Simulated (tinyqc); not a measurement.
# Gate work function from the charge

Question. For an undoped double gate, Q = 8 eps0 eps_r Vt beta tan(beta)/ts with 0 < beta < pi/2, and at the source (Vg - dphi)/(2 Vt) - ln[(2/ts) sqrt(2 eps0 eps_r Vt/(q ni))] = ln(beta) - ln(cos beta) + 2 r beta tan(beta), r = eps_r tox/(eox ts). Find beta and dphi.

Inputs (values chosen for the exercise); material values close to those of In0.53Ga0.47As:
- T = 300 K (temperature)
- eps_r = 13.7 (relative permittivity of the semiconductor)
- eox = 24.6 (relative permittivity of the gate insulator)
- tox = 10 nm (insulator thickness)
- ts = 10 nm (body thickness)
- Vg = 0.46 V (gate voltage)

Constants: q = 1.602176634e-19 C, kB = 1.380649e-23 J/K, Vt = kB T/q, eps0 = 8.8541878128e-14 F/cm where lengths are in cm. Results are converted to the units shown.

Qs = 5.6069758 nC/cm^2
ni = 7.3839698e11 cm^-3

Solution. beta tan(beta) rises from 0 without bound on the interval, so the charge fixes beta; the second relation is then explicit in dphi.

beta = 0.149
dphi = 0.180 V

Computed by the program tinyqc: `OMP_NUM_THREADS=1 python tinyqc.py 2440084 2440085 out.jsonl`, one thread of a shared Intel Xeon 2.30GHz, about 0.01 s for the whole run.
